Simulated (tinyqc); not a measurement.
Worked calculation: Pariser-Parr-Pople SCF with singles CI, for the molecule O=c1cccccc1 (SMILES; centres numbered as the heavy atoms are written). One step of it, computed by the program tinyqc.

Task: PPP integrals. Ohno: gamma = 14.399645/sqrt(R^2 + a^2), a = 2 x 14.399645/(gamma_rr + gamma_ss); H_rr = -W_r - sum_(s != r) z_s gamma_rs; H_rs = beta for bonds.

Centres (angstrom, eV; a flat drawing with bonds scaled to 1.40 angstrom):
```
centre          x          y  core charge z          W   gamma_rr
1O       2.637000   0.000000              1  16.500000  13.770000
2C       1.237000   0.000000              1  10.410000  11.460000
3C       0.629000   1.261000              1  10.410000  11.460000
4C      -0.736000   1.573000              1  10.410000  11.460000
5C      -1.830000   0.700000              1  10.410000  11.460000
6C      -1.830000  -0.700000              1  10.410000  11.460000
7C      -0.736000  -1.573000              1  10.410000  11.460000
8C       0.629000  -1.261000              1  10.410000  11.460000
```

Resonance integrals (eV):
```
i  j       beta
1  2  -2.800000
2  3  -2.670000
3  4  -2.670000
4  5  -2.670000
5  6  -2.670000
6  7  -2.670000
7  8  -2.670000
8  2  -2.670000
```

Give: repulsion gamma_rs; core matrix H.

Result:

repulsion gamma_rs (eV):
```
        1O      2C      3C      4C      5C      6C      7C      8C
1O  13.770   7.972   5.472   3.699   3.088   3.088   3.699   5.472
2C   7.972  11.460   7.655   5.108   4.251   4.251   5.108   7.655
3C   5.472   7.655  11.460   7.654   5.110   4.252   4.251   5.110
4C   3.699   5.108   7.654  11.460   7.656   5.110   4.251   4.251
5C   3.088   4.251   5.110   7.656  11.460   7.655   5.110   4.252
6C   3.088   4.251   4.252   5.110   7.655  11.460   7.656   5.110
7C   3.699   5.108   4.251   4.251   5.110   7.656  11.460   7.654
8C   5.472   7.655   5.110   4.251   4.252   5.110   7.654  11.460
```

core matrix H (eV):
```
         1O       2C       3C       4C       5C       6C       7C       8C
1O  -48.989   -2.800    0.000    0.000    0.000    0.000    0.000    0.000
2C   -2.800  -52.410   -2.670    0.000    0.000    0.000    0.000   -2.670
3C    0.000   -2.670  -49.914   -2.670    0.000    0.000    0.000    0.000
4C    0.000    0.000   -2.670  -48.138   -2.670    0.000    0.000    0.000
5C    0.000    0.000    0.000   -2.670  -47.530   -2.670    0.000    0.000
6C    0.000    0.000    0.000    0.000   -2.670  -47.530   -2.670    0.000
7C    0.000    0.000    0.000    0.000    0.000   -2.670  -48.138   -2.670
8C    0.000   -2.670    0.000    0.000    0.000    0.000   -2.670  -49.914
```
